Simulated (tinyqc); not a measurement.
Worked calculation: MP2 on RHF in the sto-6g basis, for H6, spin multiplicity 1. One step of it, computed by the program tinyqc.

Task: Iteration 1: building the Fock matrix. J_ij = sum D_kl (ij|kl), K_ij = sum D_kl (ik|jl); F = H + J - 0.5 K; E = tr D H + tr D J / 2 - 0.25 tr D K + E_nn.

D at the start, order 1H 1s, 2H 1s, 3H 1s, 4H 1s, 5H 1s, 6H 1s:
$$\begin{pmatrix}
0.946523 & 0.095819 & 0.032283 & 0.003771 & 0.003599 & 0.000311 \\
0.095819 & 0.868565 & 0.102695 & 0.022668 & 0.012262 & 0.003599 \\
0.032283 & 0.102695 & 0.881075 & 0.098837 & 0.022668 & 0.003771 \\
0.003771 & 0.022668 & 0.098837 & 0.881075 & 0.102695 & 0.032283 \\
0.003599 & 0.012262 & 0.022668 & 0.102695 & 0.868565 & 0.095819 \\
0.000311 & 0.003599 & 0.003771 & 0.032283 & 0.095819 & 0.946523
\end{pmatrix}$$

core Hamiltonian H = T + V (hartree), order 1H 1s, 2H 1s, 3H 1s, 4H 1s, 5H 1s, 6H 1s:
$$\begin{pmatrix}
-1.889258 & -1.554438 & -0.428978 & -0.130766 & -0.019059 & -0.004331 \\
-1.554438 & -2.230857 & -1.198729 & -0.449315 & -0.076172 & -0.019059 \\
-0.428978 & -1.198729 & -2.399832 & -1.763412 & -0.449315 & -0.130766 \\
-0.130766 & -0.449315 & -1.763412 & -2.399832 & -1.198729 & -0.428978 \\
-0.019059 & -0.076172 & -0.449315 & -1.198729 & -2.230857 & -1.554438 \\
-0.004331 & -0.019059 & -0.130766 & -0.428978 & -1.554438 & -1.889258
\end{pmatrix}$$

Two-electron integrals (ij|kl) in chemists' order, unique and non-zero (hartree):
```
(11|11) 0.774999   (21|11) 0.441563   (21|21) 0.293980   (22|11) 0.568114
(22|21) 0.441563   (22|22) 0.774999   (31|11) 0.079510   (31|21) 0.058126
(31|22) 0.097827   (31|31) 0.013920   (32|11) 0.184335   (32|21) 0.149735
(32|22) 0.281407   (32|31) 0.041204   (32|32) 0.133605   (33|11) 0.290671
(33|21) 0.237270   (33|22) 0.458005   (33|31) 0.079510   (33|32) 0.281407
(33|33) 0.774999   (41|11) 0.019274   (41|21) 0.014305   (41|22) 0.024532
(41|31) 0.003685   (41|32) 0.011327   (41|33) 0.024532   (41|41) 0.001037
(42|11) 0.053205   (42|21) 0.042661   (42|22) 0.079510   (42|31) 0.012459
(42|32) 0.041204   (42|33) 0.097827   (42|41) 0.003685   (42|42) 0.013920
(43|11) 0.159849   (43|21) 0.126717   (43|22) 0.237270   (43|31) 0.042661
(43|32) 0.149735   (43|33) 0.441563   (43|41) 0.014305   (43|42) 0.058126
(43|43) 0.293980   (44|11) 0.207182   (44|21) 0.159849   (44|22) 0.290671
(44|31) 0.053205   (44|32) 0.184335   (44|33) 0.568114   (44|41) 0.019274
(44|42) 0.079510   (44|43) 0.441563   (44|44) 0.774999   (51|11) 0.002211
(51|21) 0.001653   (51|22) 0.002858   (51|31) 0.000446   (51|32) 0.001398
(51|33) 0.003236   (51|41) 0.000133   (51|42) 0.000486   (51|43) 0.002054
(51|44) 0.003049   (51|51) 0.000018   (52|11) 0.007147   (52|21) 0.005610
(52|22) 0.010260   (52|31) 0.001671   (52|32) 0.005520   (52|33) 0.013803
(52|41) 0.000522   (52|42) 0.002001   (52|43) 0.009033   (52|44) 0.013803
(52|51) 0.000076   (52|52) 0.000322   (53|11) 0.032351   (53|21) 0.024857
(53|22) 0.044956   (53|31) 0.008043   (53|32) 0.027434   (53|33) 0.079510
(53|41) 0.002782   (53|42) 0.011203   (53|43) 0.058126   (53|44) 0.097827
(53|51) 0.000446   (53|52) 0.002001   (53|53) 0.013920   (54|11) 0.079468
(54|21) 0.059641   (54|22) 0.105061   (54|31) 0.018829   (54|32) 0.063047
(54|33) 0.184335   (54|41) 0.006794   (54|42) 0.027434   (54|43) 0.149735
(54|44) 0.281407   (54|51) 0.001204   (54|52) 0.005520   (54|53) 0.041204
(54|54) 0.133605   (55|11) 0.146342   (55|21) 0.107381   (55|22) 0.184293
(55|31) 0.032351   (55|32) 0.105061   (55|33) 0.290671   (55|41) 0.011411
(55|42) 0.044956   (55|43) 0.237270   (55|44) 0.458005   (55|51) 0.002211
(55|52) 0.010260   (55|53) 0.079510   (55|54) 0.281407   (55|55) 0.774999
(61|11) 0.000425   (61|21) 0.000321   (61|22) 0.000561   (61|31) 0.000090
(61|32) 0.000284   (61|33) 0.000677   (61|41) 0.000027   (61|42) 0.000101
(61|43) 0.000442   (61|44) 0.000677   (61|51) 3.94e-06   (61|52) 0.000017
(61|53) 0.000101   (61|54) 0.000284   (61|55) 0.000561   (61|61) 8.68e-07
(62|11) 0.001572   (62|21) 0.001220   (62|22) 0.002211   (62|31) 0.000365
(62|32) 0.001204   (62|33) 0.003049   (62|41) 0.000116   (62|42) 0.000446
(62|43) 0.002054   (62|44) 0.003236   (62|51) 0.000018   (62|52) 0.000076
(62|53) 0.000486   (62|54) 0.001398   (62|55) 0.002858   (62|61) 3.94e-06
(62|62) 0.000018   (63|11) 0.008483   (63|21) 0.006418   (63|22) 0.011411
(63|31) 0.002025   (63|32) 0.006794   (63|33) 0.019274   (63|41) 0.000699
(63|42) 0.002782   (63|43) 0.014305   (63|44) 0.024532   (63|51) 0.000116
(63|52) 0.000522   (63|53) 0.003685   (63|54) 0.011327   (63|55) 0.024532
(63|61) 0.000027   (63|62) 0.000133   (63|63) 0.001037   (64|11) 0.025176
(64|21) 0.018645   (64|22) 0.032351   (64|31) 0.005725   (64|32) 0.018829
(64|33) 0.053205   (64|41) 0.002025   (64|42) 0.008043   (64|43) 0.042661
(64|44) 0.079510   (64|51) 0.000365   (64|52) 0.001671   (64|53) 0.012459
(64|54) 0.041204   (64|55) 0.097827   (64|61) 0.000090   (64|62) 0.000446
(64|63) 0.003685   (64|64) 0.013920   (65|11) 0.087249   (65|21) 0.063335
(65|22) 0.107381   (65|31) 0.018645   (65|32) 0.059641   (65|33) 0.159849
(65|41) 0.006418   (65|42) 0.024857   (65|43) 0.126717   (65|44) 0.237270
(65|51) 0.001220   (65|52) 0.005610   (65|53) 0.042661   (65|54) 0.149735
(65|55) 0.441563   (65|61) 0.000321   (65|62) 0.001653   (65|63) 0.014305
(65|64) 0.058126   (65|65) 0.293980   (66|11) 0.121343   (66|21) 0.087249
(66|22) 0.146342   (66|31) 0.025176   (66|32) 0.079468   (66|33) 0.207182
(66|41) 0.008483   (66|42) 0.032351   (66|43) 0.159849   (66|44) 0.290671
(66|51) 0.001572   (66|52) 0.007147   (66|53) 0.053205   (66|54) 0.184335
(66|55) 0.568114   (66|61) 0.000425   (66|62) 0.002211   (66|63) 0.019274
(66|64) 0.079510   (66|65) 0.441563   (66|66) 0.774999
```

nuclear repulsion = 5.31019165 hartree

Give: Coulomb J; exchange K; Fock matrix F; total energy of this density.

Result:

Coulomb J (hartree), order 1H 1s, 2H 1s, 3H 1s, 4H 1s, 5H 1s, 6H 1s:
$$\begin{pmatrix}
2.1058 & 1.4721 & 0.3669 & 0.1073 & 0.0151 & 0.0033 \\
1.4721 & 2.4152 & 1.1131 & 0.3864 & 0.0623 & 0.0151 \\
0.3669 & 1.1131 & 2.5813 & 1.6723 & 0.3864 & 0.1073 \\
0.1073 & 0.3864 & 1.6723 & 2.5813 & 1.1131 & 0.3669 \\
0.0151 & 0.0623 & 0.3864 & 1.1131 & 2.4152 & 1.4721 \\
0.0033 & 0.0151 & 0.1073 & 0.3669 & 1.4721 & 2.1058
\end{pmatrix}$$

exchange K (hartree), order 1H 1s, 2H 1s, 3H 1s, 4H 1s, 5H 1s, 6H 1s:
$$\begin{pmatrix}
1.1054 & 0.9614 & 0.3617 & 0.1510 & 0.0353 & 0.0119 \\
0.9614 & 1.2469 & 0.7293 & 0.3690 & 0.0987 & 0.0353 \\
0.3617 & 0.7293 & 1.2675 & 1.0142 & 0.3690 & 0.1510 \\
0.1510 & 0.3690 & 1.0142 & 1.2675 & 0.7293 & 0.3617 \\
0.0353 & 0.0987 & 0.3690 & 0.7293 & 1.2469 & 0.9614 \\
0.0119 & 0.0353 & 0.1510 & 0.3617 & 0.9614 & 1.1054
\end{pmatrix}$$

Fock matrix F (hartree), order 1H 1s, 2H 1s, 3H 1s, 4H 1s, 5H 1s, 6H 1s:
$$\begin{pmatrix}
-0.3362 & -0.5631 & -0.2430 & -0.0989 & -0.0216 & -0.0070 \\
-0.5631 & -0.4391 & -0.4503 & -0.2474 & -0.0632 & -0.0216 \\
-0.2430 & -0.4503 & -0.4523 & -0.5982 & -0.2474 & -0.0989 \\
-0.0989 & -0.2474 & -0.5982 & -0.4523 & -0.4503 & -0.2430 \\
-0.0216 & -0.0632 & -0.2474 & -0.4503 & -0.4391 & -0.5631 \\
-0.0070 & -0.0216 & -0.0989 & -0.2430 & -0.5631 & -0.3362
\end{pmatrix}$$

total energy of this density = -2.684833 hartree

This density is the starting one; it is not idempotent, so its energy is not variational and may lie below the converged one.
